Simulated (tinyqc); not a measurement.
Hot electrons in a saturated n-channel MOSFET, lucky-electron model: two steps of the calculation.

Beyond pinch-off the lateral field grows as Esat cosh(y/l) over the velocity-saturated region (pseudo-two-dimensional model). Impact ionisation in this region gives the substrate current, which biases the body forward through Rsub. Currents are per width. Local-field laws: they overstate ionisation when the field peak is narrower than an energy relaxation length.

Values chosen for this exercise; values close to those of silicon n-channel devices: channel length L = 0.8 um; oxide thickness tox = 20 nm; junction depth xj = 260 nm; threshold VT = 0.73 V; effective mobility mu = 270 cm^2/(V s); saturation velocity vs = 9.7e6 cm/s; ionisation prefactor Ai = 2e6 1/cm; ionisation field Bi = 1.81 MV/cm; resistance of the lightly doped drain Rd = 700 ohm um; substrate resistance Rsub = 3500 ohm um; fall of VT per volt of forward body bias kb = 0.3; drain voltage Vd = 4.5 V; gate voltage Vg = 1.9 V.

Constants: eps0 = 8.8541878128e-14 F/cm where lengths are in cm. Results are converted to the units shown.

Problem 1. Length and field scales. Cox = 3.9 eps0/tox, l = sqrt(3 tox xj), Esat = 2 vs/mu.

Give: Cox; l; Esat; Esat L.

Solution 1.

Cox = 0.1727 uF/cm^2
l = 124.9 nm
Esat = 0.07185 MV/cm
Esat L = 5.748 V

Problem 2. Body bias from the substrate current. Cox = 3.9 eps0/tox. Overdrive g = Vg - VT + kb Vb; Vdsat = g Esat L/(g + Esat L); Id = Cox vs (g - Vdsat); dV = Vd - Id Rd - Vdsat; Em = sqrt((dV/l)^2 + Esat^2); Isub = Id (Ai/Bi) l Em exp(-Bi/Em). Vb(new) = Rsub Isub.

Vb at the start = 0 V
l = 124.89996 nm
Esat = 0.071851852 MV/cm

Give: Vdsat; Id; dV; Em; Isub; Vb after iteration 1.

Solution 2.

Vdsat = 0.9721 V
Id = 33.14 uA/um
dV = 3.505 V
Em = 0.2897 MV/cm
Isub = 0.2560 uA/um
Vb after iteration 1 = 8.961e-4 V

Computed by the program tinyqc: `OMP_NUM_THREADS=1 python tinyqc.py 2550174 2550175 out.jsonl`, one thread of a shared Intel Xeon 2.30GHz, about 0.01 s for the whole run.
